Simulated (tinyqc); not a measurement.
From image to dissolution rate: chemically amplified photoresist: aerial image, acid generation, bake, development and line width. Computed by tinyqc, a small Python program. Command: `OMP_NUM_THREADS=1 python tinyqc.py 3003115 3003116 out.jsonl resist walk`. One thread of a shared host (Intel(R) Xeon(R) Processor @ 2.30GHz), about 0.03 s of CPU time with the checks.

Lines and spaces of pitch p with a two-beam-like image; x = 0 is the middle of the bright space. The resist is positive and treated as uniform in depth.

Inputs (values chosen for the exercise, for a model resist at 13.5 nm):
```
quantity,value,unit
pitch p,36,nm
image contrast c,0.88,-
mean dose E,7.93,mJ/cm^2
Dill parameter C,0.048,cm^2/mJ
"quencher load q, relative to the acid generator",0.15,-
acid diffusivity D,0.12,nm^2/s
bake time t,90,s
amplification rate k_amp,0.025,1/s
threshold protection m_th,0.57,-
development selectivity n,12,-
largest rate r_max,260,nm/s
smallest rate r_min,0.032,nm/s
```

Method:
- Dose E(x) = E [1 + c cos(2 pi x/p)]; acid h = 1 - exp(-C E(x)).
- Bake: the acid image is blurred by a Gaussian of variance sigma^2 = 2 D t (each Fourier term k of h, taken on 64 points, is multiplied by exp(-4 pi^2 k^2 D t/p^2)).
- The quencher then removes q, h_eff = max(h_blurred - q, 0); protection m = exp(-k_amp t h_eff).
- Mack rate r = r_max (a + 1)(1 - m)^n/(a + (1 - m)^n) + r_min, a = ((n + 1)/(n - 1))(1 - m_th)^n.

Across half a pitch:
```
x/p,x (nm),dose (mJ/cm^2),blurred acid,protection m,rate (nm/s)
0.00,0.0,14.908,0.45920,0.4987,2.1897e+02
0.05,1.8,14.567,0.45199,0.5069,2.1170e+02
0.10,3.6,13.576,0.43081,0.5316,1.8267e+02
0.15,5.4,12.032,0.39702,0.5736,1.1270e+02
0.20,7.2,10.086,0.35305,0.6333,2.8989e+01
0.25,9.0,7.930,0.30246,0.7096,1.9966e+00
0.30,10.8,5.774,0.24989,0.7987,5.6350e-02
0.35,12.6,3.828,0.20073,0.8921,3.2014e-02
0.40,14.4,2.284,0.16053,0.9766,3.2000e-02
0.45,16.2,1.293,0.13415,1.0000,3.2000e-02
0.50,18.0,0.952,0.12496,1.0000,3.2000e-02
```

What does the comparison show, and why?

The dose varies by a factor 15.67 across the pattern and the rate by 6840.

Extremes, crossings and ranges named in words are read from the listed rows.
